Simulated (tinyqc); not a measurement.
Thin film modes against wave vector: bulk, surface, particle and sheet plasmons.

Zero temperature, parabolic band: kF = (3 pi^2 n)^(1/3), EF = c kF^2/m, Ep^2 = 8 pi c e2 n/(m eb), qTF^2 = 6 pi e2 n/(eb EF), c = hbar^2/2m0, e2 = e^2/(4 pi eps0), n in 1/angstrom^3 (1e-24 per 1/cm^3).

Constants: hbar^2/2m0 = 3.80998211 eV angstrom^2; e^2/(4 pi eps0) = 14.39964547 eV angstrom.

Values chosen for the exercise (mass and background constant near those of InP; polar phonons, which mix with the plasmon in the real crystal, and the rise of the mass with filling are left out; not measured data): n = 2.6e+18 1/cm^3 (electron density); m = 0.0794 m0 (mass); eb = 9.57 (background dielectric constant); ed = 1 (dielectric constant of the surroundings); d = 200 angstrom (film thickness).

Drude medium eps = eb (1 - Ep^2/E^2), no retardation. A film of thickness d has modes eps = -ed coth(q d/2) (lower) and eps = -ed tanh(q d/2) (upper); a sheet with ns = n d has E^2 = 4 pi c e2 ns q/(m ed). One surface: eps = -ed; small sphere: eps = -2 ed.

Modes (meV):
```
q d    q (1/angstrom)  lower  upper  sheet
0.020        0.000100  20.30  68.65  21.25
0.050        0.000250  30.18  68.60  33.60
0.20          0.00100  47.99  68.33  67.19
0.50          0.00250  57.51  67.83  106.2
1.0           0.00500  62.03  67.09  150.3
2.0            0.0100  64.41  66.11  212.5
4.0            0.0200  65.24  65.47  300.5
8.0            0.0400  65.36  65.36  425.0
```

Give the missing row, q d = 0.10.

Computed row:
```
q d   q (1/angstrom)  lower  upper  sheet
0.10        0.000500  39.06  68.51  47.51
```

bulk, surface, sphere (meV): 68.69  65.36  62.47

At small q d the lower mode tends to the sheet law sqrt(q) (within 5 % up to q d = 0.02 of the values listed) and the upper one starts near the bulk value. At q d = 8 the two are 0.0041 meV apart around the surface value 65.36 meV. Retardation, left out here, matters where q is below about three times sqrt(ed) E/(hbar c), hbar c = 1973.27 eV angstrom: that holds for 0 of the rows (from the top) for the lower mode and 1 for the upper one. From q d = 8 on q exceeds half of kF = 0.0425 1/angstrom, where a local dielectric function has failed; it does so earlier, once hbar vF q nears the mode energy.

Run: tinyqc, `OMP_NUM_THREADS=1 python tinyqc.py 1681286 1681287 out.jsonl`; Intel(R) Xeon(R) Processor @ 2.30GHz, one thread, shared host; about 0.01 s of CPU time with all checks.
